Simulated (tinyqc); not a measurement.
# Thermionic emission over a Gaussian spread of barriers, step by step

Program tinyqc, `OMP_NUM_THREADS=1 python tinyqc.py 2640167 2640168 out.jsonl`; Intel Xeon 2.30GHz, shared host, one thread, about 0.01 s. Printed values are rounded.

Metal on an n-type semiconductor with one parabolic valley; V > 0 is forward bias (metal positive). Patches of barrier height b are spread as a Gaussian with mean phi - r2 V and variance sg^2 + r3 V; each carries A* T^2 exp(-b/Vt) [exp(V/Vt) - 1].

Inputs (values chosen for the exercise); band and dielectric values close to those of cadmium telluride:
- T = 250 K (temperature)
- me = 0.0986 m0 (electron mass)
- phi = 1.11 eV (barrier height seen from the metal)
- sg = 0.037 eV (standard deviation of the barrier heights)
- r2 = -0.031 (shift of the mean barrier per volt, with its sign reversed (rho2))
- r3 = -0.0021 V (change of sg^2 per volt (rho3))
- V = 0.19 V (bias)
- nb = 9 (barrier heights sampled)

Constants: q = 1.602176634e-19 C, kB = 1.380649e-23 J/K, h = 6.62607015e-34 J s, m0 = 9.1093837015e-31 kg, Vt = kB T/q. Results are converted to the units shown.

## Apparent barrier, ideality and current

A* = 4 pi q me m0 kB^2/h^3 (times 1e-4 for A/(cm^2 K^2)). The mean of exp(-b/Vt) gives the apparent barrier phi_ap(V) = phi - r2 V - (sg^2 + r3 V)/(2 Vt), J = A* T^2 exp(-phi_ap/Vt) [exp(V/Vt) - 1], and 1/n = 1 + r2 + r3/(2 Vt).

A* = 11.84908 A/(cm^2 K^2)
phi_ap(0) = 1.078227 eV
phi_ap(V) = 1.093377 eV
n = 1.086648
J = 4.552154e-13 A/cm^2

## The same mean by Simpson's rule

With mean mu and deviation s at this bias, take nb equally spaced b from mu - s^2/Vt - 3.5 s to mu + s, the Gaussian density g(b) and y = g exp(-(b - mu)/Vt); the integral I of y gives phi_ap = mu - Vt ln I.

| point | b (eV) | g (1/eV) | y (1/eV) |
|---|---|---|---|
| 0 | 0.961858 | 6.253903e-5 | 0.07967239 |
| 1 | 0.985005 | 0.001872992 | 0.8148292 |
| 2 | 1.008152 | 0.03228741 | 4.796646 |
| 3 | 1.031299 | 0.3203633 | 16.25254 |
| 4 | 1.054446 | 1.829636 | 31.69693 |
| 5 | 1.077593 | 6.014496 | 35.58160 |
| 6 | 1.100741 | 11.38010 | 22.99039 |
| 7 | 1.123888 | 12.39382 | 8.550262 |
| 8 | 1.147035 | 7.769212 | 1.830311 |

I = 2.821444
phi_ap = 1.093544 eV

This differs from the closed form by 0.17 meV. The integrand peaks at b = 1.08 eV among these points, below the mean of 1.12 eV: low barriers carry the current.
